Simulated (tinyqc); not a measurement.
Two-mode optical phonons of a ternary alloy from two coupled oscillators: one step, computed by the program tinyqc. Command: `OMP_NUM_THREADS=1 python tinyqc.py 3017489 3017490 out.jsonl twomode walk`. One thread of a shared host (Intel(R) Xeon(R) Processor @ 2.30GHz), about 0.01 s of CPU time with the checks.

An alloy A(x)B(1-x)C has an A-C and a B-C bond oscillator. Each TO frequency moves linearly from the impurity mode (dilute end) to the TO of the pure crystal; each strength is proportional to the number of bonds.

Question. LO modes, coupled by the field. eps(omega) = eps_inf + W_1/(omega_1^2 - omega^2) + W_2/(omega_2^2 - omega^2) = 0 is the eigenproblem of the matrix [[omega_1^2 + W_1/eps_inf, sqrt(W_1 W_2)/eps_inf], [sqrt(W_1 W_2)/eps_inf, omega_2^2 + W_2/eps_inf]] for omega_LO^2. Uncoupled values keep the diagonal alone. eps_s = eps_inf + W_1/omega_1^2 + W_2/omega_2^2.

omega_1 (A-C, TO) = 594.4 1/cm

omega_2 (B-C, TO) = 409.2 1/cm

eps_inf = 7.602

W_1 = 814807.6 1/cm^2

W_2 = 76826.18 1/cm^2

Give: matrix; lower LO mode; upper LO mode; uncoupled values; eps_s.

Answer.

matrix (1/cm^2):
```
            1           2
1  4.6049e+05  3.2912e+04
2  3.2912e+04  1.7755e+05
```

lower LO mode = 416.86 1/cm

upper LO mode = 681.38 1/cm

uncoupled values (1/cm): 421.37  678.60

eps_s = 10.367

The field pushes the upper mode up by 2.78 and the lower one down by 4.51 per cm; the lower LO stays between the two TO modes.
